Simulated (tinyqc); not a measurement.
Worked calculation: bond unit of a tetrahedral oxide and its oxygen vacancy in tight binding. Values are carried at full precision from step to step, so a last printed digit may differ when a step is redone from the rounded ones.

Two sp3 hybrids h1, h2 at eh = (es + 3 ep)/4 point at one oxygen with orbitals s, px, py, pz; x joins the two cations, z bisects the angle phi, and th = (180 - phi)/2. With u = hbar^2/(m d^2) = 2c/d^2, c = hbar^2/2m0: Vhs = -(1.32 + sqrt3 x 1.42) u/2 and Vhp = (1.42 + sqrt3 x 2.22) u/2. <h|s> = Vhs for both; <h1|px> = Vhp cos(th), <h2|px> = -Vhp cos(th); <h|pz> = Vhp sin(th) for both; py is a lone pair. The unit holds 8 electrons. Coupling between units, which widens the levels into bands, is left out.

Constants: hbar^2/2m0 = 3.80998211 eV angstrom^2.

Inputs chosen for the exercise (near tabulated values for SiO2; the results hold for these values, not for the real material): es = -14.69 eV (s level of the cation); ep = -7.68 eV (p level of the cation); eos = -34.25 eV (s level of oxygen); eop = -16.89 eV (p level of oxygen); d = 1.6 angstrom (cation-oxygen distance); phi = 167 degrees (bond angle at oxygen); R = 2.95 angstrom (cation-cation distance across the vacancy).

## Level and couplings

Form eh, u, Vhs, Vhp and th.

eh (hybrid level) = -9.4325 eV
u = 2.9765 eV

Vhs, Vhp (eV): -5.6250  7.8360

th = 6.5 degrees

## The matrix

Fill it in.

H (eV), lower triangle:
```
         h1       h2         s        px        py        pz
h1  -9.4325
h2        0  -9.4325
s   -5.6250  -5.6250  -34.2500
px   7.7856  -7.7856         0  -16.8900
py        0        0         0         0  -16.8900
pz   0.8871   0.8871         0         0         0  -16.8900
```

## Levels, weights and charge

Diagonalise; the four lowest levels are filled. The excess of electrons on oxygen is twice the oxygen weight of the filled levels less 6.

levels (eV): -36.5872  -24.7860  -17.0296  -16.8900  -6.9557  -1.5365

weights:
```
    level 1  level 2  level 3  level 4  level 5  level 6
h1    0.040    0.170    0.006    0.000    0.454    0.330
h2    0.040    0.170    0.006    0.000    0.454    0.330
s     0.920    0.000    0.003    0.000    0.077    0.000
px    0.000    0.660    0.000    0.000    0.000    0.340
py    0.000    0.000    0.000    1.000    0.000    0.000
pz    0.000    0.000    0.985    0.000    0.014    0.000
```

highest filled to lowest empty = 9.9343 eV
excess electrons on oxygen = 1.137

The highest filled level is the py orbital of oxygen (100 %) and the lowest empty one is 91 % cation hybrid, even under exchange of the two cations. The spacing is that of an isolated unit and exceeds the gap of the solid.

## The odd block in closed form

The combination (h1 - h2)/sqrt2 couples to px alone, with W2 = sqrt2 Vhp cos(th); W3 = (eh - eop)/2; levels (eh + eop)/2 -/+ sqrt(W2^2 + W3^2); polarity W3/sqrt(W2^2 + W3^2).

W2, W3 (eV): 11.0105  3.7287

levels of the odd block (eV): -24.7860  -1.5365

polarity = 0.3208

## The neutral oxygen vacancy

Without the oxygen the two hybrids face each other at distance R and couple by -V2, V2 = 3.22 x 2c/R^2, c = hbar^2/2m0: a bond at eh - V2 with two electrons and an antibond at eh + V2. Levels are measured from eop, the lone-pair level that stands for the top of the valence band.

Form V2 and the two levels above eop. R is a chosen distance; in real silica the neutral vacancy relaxes to about 2.5 angstrom.

V2 = 2.8195 eV

levels above eop (eV): bond 4.6380, lone hybrid 7.4575, antibond 10.2770

bond-antibond splitting = 5.6389 eV

The filled bond lies 4.64 eV above the lone pairs, so it can trap a hole; the antibond lies above the lowest empty level of the intact unit (9.93 eV). A lone hybrid, as in a dangling bond, sits at 7.46 eV.

## Checks

- Levels of the odd block against the full matrix: they agree to 1e-10 or better.

tinyqc: `OMP_NUM_THREADS=1 python tinyqc.py 1451402 1451403 out.jsonl`; about 0.01 s, one thread, shared Intel(R) Xeon(R) Processor @ 2.30GHz.
